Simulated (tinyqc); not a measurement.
Doping and thickness from pinch-off voltage and conductance.

Question. A uniform channel has Vp = q Nd a^2/(2 eps0 eps_r) and G0 = q mu Nd a W/L. Find a and Nd.

Values chosen for this exercise; material values close to those of gallium arsenide:
- eps_r = 12.7 (relative permittivity of the semiconductor)
- mu = 4600 cm^2/(V s) (low-field mobility at this doping)
- L = 2 um (gate length)
- W = 300 um (gate width)

Constants: q = 1.602176634e-19 C, eps0 = 8.8541878128e-14 F/cm where lengths are in cm. Results are converted to the units shown.

Vp = 4.5255631 V
G0 = 127.68547 mS

Answer. G0 gives the product Nd a and Vp gives Nd a^2; their ratio is a.

a = 550.0 nm
Nd = 2.100e16 cm^-3

Program tinyqc, `OMP_NUM_THREADS=1 python tinyqc.py 2500029 2500030 out.jsonl`; Intel Xeon 2.30GHz, shared host, one thread, about 0.05 s.
